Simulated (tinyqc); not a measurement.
Lattice vibrations of a chain, step by step. One step of it, computed by the program tinyqc.

Task: Frequencies. omega^2 are the eigenvalues; wavenumber = 521.4708 sqrt(eigenvalue) 1/cm.

D(q) (eV/(angstrom^2 u)):
```
                     1                    2
1             0.618081  -0.300530+0.056664i
2  -0.300530-0.056664i             0.364924
```

Give: eigenvalues; wavenumbers; weights |e|^2 of the mass-weighted modes.

Result:

eigenvalues: 0.1605  0.8225

wavenumbers (1/cm): 208.9  472.9

weights |e|^2 of the mass-weighted modes:
```
        mode 1  mode 2
atom 1  0.3088  0.6912
atom 2  0.6912  0.3088
```
